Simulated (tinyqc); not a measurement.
What each parameter does: two-band k.p model of the X valleys of a zinc-blende crystal.

k along the valley axis, counted from X, c = hbar^2/2m0, e = c k^2/ml. H = [[e - D/2, i P k], [-i P k, e + D/2]] with P^2 = D0 c/ml, so E = e -/+ sqrt(D^2/4 + D0 e). For D = 0 (diamond lattice) the bands cross at X.

With x = D/D0: for x < 1 the minima lie at k_m = sqrt(ml D0 (1 - x^2)/(4 c)), the hump at X has the height dE = (D0/4)(1 - x)^2 and the mass at the minimum is ml/(1 - x^2); the mass at X is ml/(1 - 1/x), negative for x < 1. For x > 1 the minimum is at X.

Thermal masses along the axis for one X point, lower band, E from the minimum, on 1601 points from -0.8 to 0.8 1/angstrom: density-of-states mass m_d = c I^2/(pi kT), I = integral of exp(-E/kT) dk; conductivity mass m_c = 2 c kT/<(dE/dk)^2> with central differences.

Constants: hbar^2/2m0 = 3.80998211 eV angstrom^2; kB = 8.617333262e-05 eV/K.

Parameters, chosen for this exercise (of the order of those of AlAs; not measured data):
- D = 0.326 eV (splitting of the two conduction levels at X)
- D0 = 0.149 eV (coupling energy)
- ml = 0.618 m0 (mass along the axis from remote bands)
- T = 77 K (temperature)

Shape of the lower band and thermal masses.

One parameter was then changed.

Results before and after:
```
case     k_m (1/angstrom)  dE (meV)  m_d (m0)  m_c (m0)
base               0.0000     0.000     1.117     1.097
changed            0.0000     0.000     1.092     1.075
```

Which of these changes was made? (a) ml = 0.6365 m0; (b) D0 = 0.1535 eV; (c) D = 0.3358 eV; (d) T = 74.69 K.
Answer: (c) D = 0.3358 eV. Of the candidates, run in turn, only this one gives the changed row.

All candidates:
```
case            k_m (1/angstrom)  dE (meV)  m_d (m0)  m_c (m0)
base                      0.0000     0.000     1.117     1.097
D = 0.3358 eV             0.0000     0.000     1.092     1.075
D0 = 0.1535 eV            0.0000     0.000     1.143     1.121
ml = 0.6365 m0            0.0000     0.000     1.150     1.130
T = 74.69 K               0.0000     0.000     1.117     1.098
```

tinyqc: `OMP_NUM_THREADS=1 python tinyqc.py 1850808 1850809 out.jsonl`; about 0.01 s, one thread, shared Intel(R) Xeon(R) Processor @ 2.30GHz.
